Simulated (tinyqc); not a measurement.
# Film and buried-oxide thickness from two coupling ratios

Inverse problem. In a depleted film -dVT/dVb is k1 = Cs Cbox/(Cox (Cs + Cbox)) for a front channel and k2 = Cbox (Cox + Cs)/(Cox Cs) for a back channel, with Cox = eps0 eox/tox, Cs = eps0 eps_r/ts, Cbox = 3.9 eps0/tb. Find ts and tb.

Inputs (values chosen for the exercise); band and dielectric values close to those of silicon:

| symbol | value | unit | meaning |
|---|---|---|---|
| eps_r | 11.7 |  | relative permittivity |
| eox | 9.12 |  | relative permittivity of the gate insulator (close to aluminium oxide) |
| tox | 3.7 | nm | insulator thickness |

coupling ratios for a front and a back channel: [0.11221538, 0.72332273]

Answer. With y = Cox/Cs and z = Cox/Cbox, 1/k1 = y + z and k2 = (1 + y)/z, so y = (k2/k1 - 1)/(1 + k2); the thicknesses follow from y and z.

ts = 15.00 nm
tb = 9.100 nm

Numbers from tinyqc (`OMP_NUM_THREADS=1 python tinyqc.py 2190165 2190166 out.jsonl`; about 0.3 s on one thread of a shared Intel Xeon 2.30GHz).
